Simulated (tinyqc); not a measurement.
Deal-Grove kinetics of thermal oxidation of silicon: one step, computed by the program tinyqc. Command: `OMP_NUM_THREADS=1 python tinyqc.py 3004237 3004238 out.jsonl oxide walk`. One thread of a shared host (Intel(R) Xeon(R) Processor @ 2.30GHz), about 0.05 s of CPU time with the checks.

Oxidant diffuses through the oxide and reacts at the interface, so that dx/dt = B/(A + 2x) for the oxide thickness x.

Question. Rate constants. B = B0 p exp(-E_B/(k_B T)), B/A = (B/A)0 p^m exp(-E_A/(k_B T)), p in atm; A = B/(B/A). Temperatures in kelvin are T(C) + 273.15.

Inputs (values chosen for the exercise, close to those used for silicon): prefactor B0 = 735 um^2/h; activation energy E_B = 1.23 eV; prefactor (B/A)0 = 3.3e+06 um/h; activation energy E_A = 2 eV; temperature T = 1000 C; oxidant pressure p = 10 atm; pressure exponent m of B/A = 0.76.

Ambient: dry oxygen. Surface: (100).

Constants: k_B = 8.617333262e-05 eV/K.

Give: parabolic constant B; linear constant B/A; length A.

Answer.

parabolic constant B = 0.09938 um^2/h

linear constant B/A = 0.2299 um/h

length A = 0.4323 um

Reaction at the interface limits growth while x is well below A/2 = 0.216 um, diffusion once x is well above it.
